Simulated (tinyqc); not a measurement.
Input admittance of a MOSFET at zero drain bias: distributed channel and distributed gate: two steps of the calculation.

Source and drain grounded, strong inversion, w = 2 pi f, Cox = eps0 eox/tox. The channel is an RC line of resistance 1/(mu Cox Vo) per square fed from both ends, so one finger has the intrinsic admittance y = i w Cox L tanh(g)/g per width, g = (1/2) sqrt(i w tau), tau = L^2/(mu Vo). The vertical resistance rv/L is in series with y, the overlaps 2 i w Cov in parallel: y_t = 1/(1/y + rv/L) + 2 i w Cov. The gate strip is a line of Rsh/L per length loaded by y_t, so a finger has Y = y_t Wf tanh(k)/k, k = (Wf/sd) sqrt(y_t Rsh/L); the device has Nf Y.

Inputs (values chosen for the exercise); values of the order met in silicon radio-frequency transistors: relative permittivity of the gate insulator (close to silicon dioxide) eox = 3.9; insulator thickness tox = 1.7 nm; channel length L = 0.096 um; finger width Wf = 3.9 um; number of fingers Nf = 64; channel mobility mu = 250 cm^2/(V s); gate overdrive Vo = 0.54 V; sheet resistance of the gate Rsh = 9 ohm/square; vertical resistivity of the gate stack rv = 7.7 ohm um^2; number of ends at which a finger is contacted sd = 1; overlap and fringe capacitance on each side Cov = 0.38 fF/um; frequency f = 22 GHz.

Constants: eps0 = 8.8541878128e-14 F/cm where lengths are in cm. Results are converted to the units shown.

Question 1. Low-frequency resistances and capacitance. Low-frequency limits, with c = Cox L and ct = c + 2 Cov: R_strip = Rsh Wf/(3 sd^2 L Nf), R_ch = (c/ct)^2 L/(12 mu Cox Vo Wf Nf), R_vert = (c/ct)^2 rv/(L Wf Nf), C = ct Wf Nf.

Give: parts; sum; C; 1/(2 pi R C).

Answer 1.

parts (ohm): strip 1.904, channel 0.06052, vertical 0.1664
sum = 2.131 ohm
C = 676.4 fF
1/(2 pi R C) = 110.4 GHz

The strip term is the largest, 89.4 % of the sum.

Question 2. Input impedance of the device. k and Y as defined; Z = 1/(Nf Y) = R + 1/(i w C); Q = |Im Z|/R; signal at the point farthest from a contact |1/cosh k|.

y_t = 7.94025+374.36671i uS/um

Give: k; Nf Y; R; C; Q; signal at the far point.

Answer 2.

k = 0.52214+0.51119i
Nf Y = 17.661+89.410i mS
R = 2.1263 ohm
C = 672.06 fF
Q = 5.0625
signal at the far point = 0.97174

Program tinyqc, `OMP_NUM_THREADS=1 python tinyqc.py 2262015 2262016 out.jsonl`; Intel Xeon 2.30GHz, shared host, one thread, about 0.01 s.
